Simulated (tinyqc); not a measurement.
Inside a calculation. Method: CCD on RHF in the sto-3g basis, for H3-, spin multiplicity 1. The basis has no diffuse functions, so it cannot describe the extra electron: this is an exercise in the method, not the real anion. One step of it, computed by the program tinyqc.

Question. CCD: starting amplitudes. t_ij^ab = <ij||ab> / (e_i + e_j - e_a - e_b), whose energy is MP2.

orbital energies (hartree): MO1 -0.169906, MO2 0.342508, MO3 1.107797

Two-electron integrals over orbitals (pq|rs), unique and non-zero (hartree):
```
p,q,r,s,(pq|rs)
1,1,1,1,0.587012
2,1,1,1,-0.000077
2,1,2,1,0.145036
2,2,1,1,0.531881
2,2,2,1,0.000093
2,2,2,2,0.595637
3,1,1,1,0.060069
3,1,2,1,0.000040
3,1,2,2,-0.057657
3,1,3,1,0.138943
3,2,1,1,0.000062
3,2,2,1,-0.118953
3,2,2,2,-0.000086
3,2,3,1,-0.000037
3,2,3,2,0.117128
3,3,1,1,0.589605
3,3,2,1,-0.000065
3,3,2,2,0.521850
3,3,3,1,0.096596
3,3,3,2,0.000057
3,3,3,3,0.638687
```

Give: Starting amplitudes; correlation energy.

Answer.

Starting amplitudes (spin orbitals 1a, 1b, ...; amplitudes related by a flip of all spins are not repeated):
```
from,to,t
2a 2b,3a 3b,-0.077
1a 1b,3a 3b,-0.054
1a 2b,3a 3b,1.82e-05
```

correlation energy = -0.01652 hartree
